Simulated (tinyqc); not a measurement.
Small-signal admittance of a forward-biased p+-n diode: one step of the calculation.

Holes injected into a neutral base of width wb with an ohmic contact at its end; low injection, p0 far above the equilibrium density. A small voltage v exp(i w t), w = 2 pi f, modulates the edge density by p0 v/Vt, and the small-signal density obeys Dp d2p/dx2 = (1/tau + i w) p.

Task. The same by finite differences. 7 equal intervals, h = wb/7; u = small-signal density over its edge value, u_0 = 1, u_7 = 0; u_(i-1) + b u_i + u_(i+1) = 0 with b = -2 - h^2 (1/tau + i w)/Dp; Y = (q Dp p0/(Vt h)) (-b/2 - u_1), which includes the half box at the edge.

Parameters, values chosen for the exercise; permittivity close to that of silicon:
- T = 300 K (temperature)
- Dp = 8.5 cm^2/s (hole diffusion coefficient)
- tau = 3e-6 s (hole lifetime)
- wb = 56 um (width of the neutral base)
- p0 = 3.4e15 cm^-3 (excess hole density at the junction edge)
- f = 28000 Hz (signal frequency)

Constants: q = 1.602176634e-19 C, kB = 1.380649e-23 J/K, Vt = kB T/q. Results are converted to the units shown.

Find: b; u; Y on the mesh.

Result.

b = -2.025-0.013i
u, node 1 to 6: 0.8138-0.0204i  0.6483-0.0305i  0.4994-0.0328i  0.3635-0.0292i  0.2372-0.0216i  0.1170-0.0115i
Y on the mesh = 44.50+6.04i S/cm^2

Program tinyqc, `OMP_NUM_THREADS=1 python tinyqc.py 2890127 2890128 out.jsonl`; Intel Xeon 2.30GHz, shared host, one thread, about 0.01 s.
